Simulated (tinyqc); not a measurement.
From results back to parameters: interband optics of a two-band s-p chain from momentum matrix elements. Two cases, with inputs chosen for the exercise.

Problem. At k = 0 the chain has the gap D0 = Es - Ep_ - 2 (ts + tp), w0 = 4 a^2 V^2, and masses 2c/mc = 2 ts a^2 + 2 w0/D0, 2c/mv = 2 tp a^2 + 2 w0/D0 (c = hbar^2/2m0, mv positive for holes). The oscillator strength there is f0 = w0/(c D0). V, ts and tp are hidden.

Constants: hbar^2/2m0 = 3.80998211 eV angstrom^2.

Find: V; ts; tp.

Method. w0 = f0 c D0 gives V; 1/mc - f0 = ts a^2/c and 1/mv - f0 = tp a^2/c.

Case 1.

Values chosen: a = 3.08 angstrom (period).
D0 = 3.0900 eV
f0 = 6.59101

mc, mv (m0): 0.120713  0.121077

Solution.

V = 1.43 eV
ts = 0.68 eV
tp = 0.67 eV

Case 2.

Values chosen: a = 2.34 angstrom (period).
D0 = 3.4800 eV
f0 = 0.51804

mc, mv (m0): 0.858538  0.695491

Solution.

V = 0.56 eV
ts = 0.45 eV
tp = 0.64 eV

Computed by tinyqc, one run a case: `OMP_NUM_THREADS=1 python tinyqc.py N N+1 out.jsonl` with N = 1682404, 1682405; one thread of a shared Intel(R) Xeon(R) Processor @ 2.30GHz, about 0.02 s a run at most.
